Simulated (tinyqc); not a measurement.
Field-effect mobility of a thin-film transistor with band-tail and deep states (multiple trapping): one step, computed by the program tinyqc. Command: `OMP_NUM_THREADS=1 python tinyqc.py 3026698 3026699 out.jsonl tft walk`. One thread of a shared host (Intel(R) Xeon(R) Processor @ 2.30GHz), about 0.1 s of CPU time with the checks.

A thick film in accumulation at small drain voltage. Only free electrons move; trapped ones still screen the gate. N_c and mu_0 are held fixed when T changes, leaving out the T^(3/2) growth of N_c. x = E_0 - psi is the distance of the Fermi level below the band edge.

Task: Free and trapped densities. F_j(eta) = int_0^infinity x^j/(1 + exp(x - eta)) dx, without a gamma-function factor. Integrals over x = E/(k_B T) use 160 Gauss-Legendre points in u = sqrt(x) from 0 to sqrt(max(eta, 0) + 32). Free n(x) = N_c (2/sqrt(pi)) F_1/2(-x/k_B T), with F_1/2 from its two-term series in exp(-x/k_B T) for x >= 12 k_B T; tail n_t(x) = int_0^1.2eV g_t exp(-E/E_t)/(1 + exp((x - E)/k_B T)) dE, E counted down from the edge, 120 Gauss-Legendre points; deep charge g_d psi; space charge rho(psi) = n + n_t + g_d psi less its value at psi = 0.

Inputs (values chosen for the exercise, modelled on amorphous silicon):

| quantity | value | unit |
|---|---|---|
| effective density of states N_c | 1.9e+20 | 1/cm^3 |
| tail density at the edge g_t | 6.7e+21 | 1/(eV cm^3) |
| tail width E_t | 48 | meV |
| temperature T | 300 | K |

Deep states: included.

Constants: k_B = 8.617333262e-05 eV/K.

Give: Local densities at x = 0.4, 0.3, 0.2, 0.15, 0.1, 0.05, 0 and -0.05 eV.

Result:

Local densities at x = 0.4, 0.3, 0.2, 0.15, 0.1, 0.05, 0 and -0.05 eV:

| x (eV) | n (1/cm^3) | n_t (1/cm^3) | n/(n + n_t) |
|---|---|---|---|
| 0.40 | 3.6228e+13 | 1.3169e+17 | 2.7502e-04 |
| 0.30 | 1.7337e+15 | 1.0548e+18 | 1.6409e-03 |
| 0.20 | 8.2953e+16 | 8.3349e+18 | 9.8545e-03 |
| 0.15 | 5.7333e+17 | 2.2952e+19 | 2.4370e-02 |
| 0.10 | 3.9413e+18 | 6.0462e+19 | 6.1197e-02 |
| 0.05 | 2.6163e+19 | 1.4145e+20 | 1.5609e-01 |
| 0.00 | 1.4538e+20 | 2.4944e+20 | 3.6821e-01 |
| -0.05 | 5.1834e+20 | 3.0662e+20 | 6.2832e-01 |

E_t/k_B T = 1.86: deep in the tail n_t follows exp(-x/E_t), more slowly than n, so the free share grows as the Fermi level rises.
